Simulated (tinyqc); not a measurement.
Inside a calculation. Model: thermal RC ladder, step response.

tinyqc, about 0.01 s, one thread, Intel Xeon 2.30GHz (shared host): `OMP_NUM_THREADS=1 python tinyqc.py 2520010 2520011 out.jsonl` Printed values are rounded.

A ladder of 3 nodes: R_i joins node i to node i + 1, the last R to the ambient; C_i is the heat capacity of node i; theta is the rise above ambient, zero at t = 0. d theta/dt = -A theta + b with b = (Pw/C_1, 0, ...), times in ms.

Inputs (values chosen for the exercise):

| symbol | value | unit | meaning |
|---|---|---|---|
| R | [0.99, 1.6, 0.27] | K/W | resistances, junction to ambient |
| C | [0.2, 6.4, 20] | mJ/K | heat capacities of the nodes |
| Pw | 2.1 | W | power at node 1 from t = 0 |
| dt | 0.47 | ms | time step |

## The rate matrix

A = C^(-1) K, K_ii = 1/R_(i-1) + 1/R_i (no first term for node 1), K_(i,i+1) = K_(i+1,i) = -1/R_i.

A (1/ms):
```
           node 1     node 2     node 3
node 1   5.050505  -5.050505   0.000000
node 2  -0.157828   0.255485  -0.097656
node 3   0.000000  -0.031250   0.216435
```

## Time constants and Foster resistances

A = C^(-1) K, K_ii = 1/R_(i-1) + 1/R_i (no first term for node 1), K_(i,i+1) = K_(i+1,i) = -1/R_i. The time constants tau_k are the inverse eigenvalues of A; the rise of node 1 per watt is Z(t) = sum_k r_k (1 - exp(-t/tau_k)), with r_k = v_k1^2 tau_k/C_1 and v_k the unit eigenvectors of C^(-1/2) K C^(-1/2).

tau_k, rising (ms): 0.1918882  4.216625  13.53149
r_k (K/W): 0.9292709  0.08909103  1.841638

The r_k add up to the sum of the R_i, 2.860 K/W; the slowest constant is 70.5 times the fastest.

## Step 1: one time step

theta at t = 0 (K): node 1 0.000000, node 2 0.000000, node 3 0.000000

Explicit Euler: theta(new) = theta + dt (b - A theta).

theta after step 1 (K): node 1 4.935000, node 2 0.000000, node 3 0.000000

## Step 2: one time step

As before.

theta after step 2 (K): node 1 -1.844394, node 2 0.366075, node 3 0.000000

## Step 3: one time step

As before.

theta after step 3 (K): node 1 8.337678, node 2 0.185302, node 3 0.005377

## Course of the time stepping

Sixteen steps, against the exact rise Pw Z(t); the run counts as sound if the error in the last step is under 5 % of the exact rise. The time constants tau_k are the inverse eigenvalues of A; the rise of node 1 per watt is Z(t) = sum_k r_k (1 - exp(-t/tau_k)), with r_k = v_k1^2 tau_k/C_1 and v_k the unit eigenvectors of C^(-1/2) K C^(-1/2).

Course of the iteration:
```
step  t (ms)  theta_1 (K)  exact (K)  error (K)
1       0.47        4.935   1.934717       3.00
2       0.94    -1.844394   2.233846      -4.08
3       1.41     8.337678   2.386096       5.95
4       1.88    -6.078923   2.520329      -8.60
5       2.35     15.14159   2.647962       12.5
6       2.82    -15.30222   2.770249      -18.1
7       3.29     29.12008   2.887549       26.2
8       3.76    -34.97669   3.000122      -38.0
9       4.23     58.19604   3.108206       55.1
10       4.7    -76.57974   3.212024      -79.8
11      5.17     119.0093   3.311782        116
12      5.64    -164.2234   3.407672       -168
13      6.11     246.5109   3.499876        243
14      6.58    -348.5597   3.588563       -352
15      7.05     514.1166   3.673891        510
16      7.52    -735.9896   3.756011       -740
```

The error alternates in sign and grows by a factor of about 1.45 a step. The step is 2.45 times the fastest time constant, 0.192 ms, and explicit Euler multiplies that mode by 1 - dt/tau = -1.45; it is stable only for dt < 2 tau. A rerun with dt = 0.2 ms ends 0.28 % above the exact rise at t = 7.60 ms.
